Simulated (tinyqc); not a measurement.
Doping and voltage from widths and field.

Question. In the depletion approximation an abrupt p-n junction has a triangular field: peak E = q Nd xn/(eps0 eps_r) = q Na xp/(eps0 eps_r), W = xn + xp, and Vbi - V = E W/2. Find Nd, Na and Vbi - V.

Parameters, values chosen for the exercise:
- eps_r = 15.4 (relative permittivity)

Constants: q = 1.602176634e-19 C, eps0 = 8.8541878128e-14 F/cm where lengths are in cm. Results are converted to the units shown.

W = 350.26398 nm
peak field = 66.969712 kV/cm
xn = 335.26527 nm

Solution. Gauss's law on each side gives its doping from the peak field and its width; the voltage is the area of the triangle.

Nd = 1.700e16 cm^-3
Na = 3.800e17 cm^-3
Vbi - V = 1.173 V

Numbers from tinyqc (`OMP_NUM_THREADS=1 python tinyqc.py 2000079 2000080 out.jsonl`; about 0.01 s on one thread of a shared Intel Xeon 2.30GHz).
